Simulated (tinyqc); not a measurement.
Hydrogenic impurity: series, fields, screening, photoionisation and donor-acceptor pairs: one step, computed by the program tinyqc.

One isotropic, parabolic band. Effective units: Ry* and a*, in which H = -nabla^2 - 2/r.

Question. Overlap of donors. Wigner-Seitz radius r_s = (3/(4 pi N))^(1/3); Mott criterion N_c^(1/3) a* = 0.26; overlap of two 1s orbitals at distance d: S = exp(-x)(1 + x + x^2/3), x = d/a*, with d = N^(-1/3).

Inputs (values chosen for the exercise, modelled on CdS): donor density N = 4e+17 cm^-3.

Parts treated: screening and pairs.

a* = 22.79130 angstrom

Give: r_s; Mott density; N over the Mott density; overlap S.

Answer.

r_s = 84.195 angstrom

Mott density = 1.4846e+18 cm^-3

N over the Mott density = 0.26943

overlap S = 0.048684

The sample is on the insulating side, but close enough for an impurity band.
